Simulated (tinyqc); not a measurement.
## Conversion gain and read noise from the photon-transfer curve

Question. Temporal variance = CG x mean output + vn^2 (dark signal removed), CG = q As/Cf. Find CG, vn, the read noise in electrons and Cf.

Inputs (values chosen for the exercise):
- As = 0.81 (source-follower gain)

Constants: q = 1.602176634e-19 C. Results are converted to the units shown.

temporal variance at mean outputs of 49 and 290 mV (mV^2): [5.356799217, 31.42020761]

Solution. Poisson statistics make the slope equal to CG; the intercept is vn^2.

CG = 108.1 uV/electron
vn = 240.0 uV
read noise = 2.219 electrons
Cf = 1.200 fF

Numbers from tinyqc (`OMP_NUM_THREADS=1 python tinyqc.py 2630110 2630111 out.jsonl`; about 0.01 s on one thread of a shared Intel Xeon 2.30GHz).
